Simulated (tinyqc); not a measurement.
Switching kinetics of a ferroelectric film and the memory window of a ferroelectric gate stack: one step, computed by the program tinyqc. Command: `OMP_NUM_THREADS=1 python tinyqc.py 3022486 3022487 out.jsonl feswitch walk`. One thread of a shared host (Intel(R) Xeon(R) Processor @ 2.30GHz), about 0.02 s of CPU time with the checks.

Fields in MV/cm; 1 microcoulomb/cm^2 over eps_0 is 11.29409 MV/cm. In the stack (metal, ferroelectric, interlayer, channel) the channel is taken as a conductor.

Question. The hysteresis loop. Saturated branches: P(E) = P_s tanh[(E -/+ E_c)/(2 delta)], delta = E_c/ln[(1 + P_r/P_s)/(1 - P_r/P_s)]; D = P + eps_0 eps_F E.

Inputs (values chosen for the exercise, for a model hafnia-based film): saturation polarisation P_s = 27 microcoulomb/cm^2; ratio P_r/P_s = 0.78; coercive field E_c = 1.2 MV/cm; permittivity of the ferroelectric eps_F = 32.

Give: delta; P on both branches (microcoulomb/cm^2) at E/E_c = -3, -2, -1, -0.5, 0, 0.5, 1, 1.5, 2, 3; peak differential permittivity eps_F + P_s/(2 delta eps_0).

Answer.

delta = 0.5740 MV/cm

P on both branches (microcoulomb/cm^2) at E/E_c = -3, -2, -1, -0.5, 0, 0.5, 1, 1.5, 2, 3:
```
E (MV/cm)  rising branch  falling branch
-3.6              -26.99          -26.19
-2.4              -26.90          -21.06
-1.2              -26.19            0.00
-0.6              -24.75           12.95
0.0               -21.06           21.06
0.6               -12.95           24.75
1.2                 0.00           26.19
1.8                12.95           26.71
2.4                21.06           26.90
3.6                26.19           26.99
```

peak differential permittivity eps_F + P_s/(2 delta eps_0) = 297.6
